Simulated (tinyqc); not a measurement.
Range and order of the fit: effective mass of the conduction band from tabulated energies.

c = hbar^2/2m0. A uniform scatter of up to 1 meV has been added to mimic numerical noise.
Constants: hbar^2/2m0 = 3.80998211 eV angstrom^2.

Energies along [100], from the band edge:
```
k (1/angstrom)    E (meV)
0.000000          0.00000
0.005300          2.09270
0.010600         10.56130
0.015900         24.25080
0.021200         41.07520
0.026500         63.15240
0.031800         89.63710
0.037100        118.95270
0.042400        149.27980
```

reference mass (curvature of the model at k = 0.0001 1/angstrom) = 0.038800 m0

Least-squares fits of E = a k^2 (+ b k^4 + d k^6) over points 1 to n, and the line y = c k^2/E against E; errors of m against the reference.

Results:
```
n  E at point n (meV)  one term (%)  two terms (%)  three terms (%)  line (%)  rms residual, one term (meV)
3                24.3          2.94           9.69            51.20     27.85                         0.359
4                41.1          6.16           0.06            15.35     20.96                         0.566
5                63.2          8.08           2.06             0.38     16.98                         0.701
6                89.6          9.60           3.79             0.46     14.60                         0.878
7               119.0         11.63           3.93             2.82     12.90                         1.409
8               149.3         14.63           3.00             4.56     11.42                         2.640
```

The error of the parabola goes from +2.94 to +14.63 % as the range widens, and at n = 8 its residual, 2.64 meV, is only 1.8 % of the top energy: a small residual does not vouch for the mass. Over the full range (n = 8) the best form is two terms (3.00 %); the line errs by +27.85 % at n = 3 and +11.42 % at n = 8. Many terms on few points amplify the scatter: three terms err by +51.2 % at n = 3 but by +4.6 % at n = 8.

Program tinyqc; command `OMP_NUM_THREADS=1 python tinyqc.py 1850840 1850841 out.jsonl`; about 0.01 s on one thread of a shared Intel(R) Xeon(R) Processor @ 2.30GHz.
